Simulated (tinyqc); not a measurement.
Avalanche multiplication and breakdown of a junction from ionisation integrals: one step, computed by the program tinyqc.

Ionisation coefficients follow the local field. Position x runs through the depletion layer from the p side (x = 0), where electrons enter, to the n side (x = w), where holes enter. The built-in voltage is neglected.

Task: Coefficients at the critical field. alpha_n = a_n exp(-(b_n/F)^c), alpha_p = a_p exp(-(b_p/F)^c).

Inputs (values chosen for the exercise, modelled on germanium):
```
quantity,value,unit
electron prefactor a_n,1.44e+07,1/cm
electron field b_n,1.57e+06,V/cm
hole prefactor a_p,9.19e+06,1/cm
hole field b_p,1.27e+06,V/cm
exponent c,1,-
```

Junction: punch-through p+ n- n+.

critical field F_m = 0.2368859 MV/cm

Give: alpha_n; alpha_p; ratio k = alpha_p/alpha_n; shorter ionisation length.

Result:

alpha_n = 19055 1/cm

alpha_p = 43148 1/cm

ratio k = alpha_p/alpha_n = 2.264

shorter ionisation length = 0.2318 micrometre

Holes ionise more readily at the peak field.
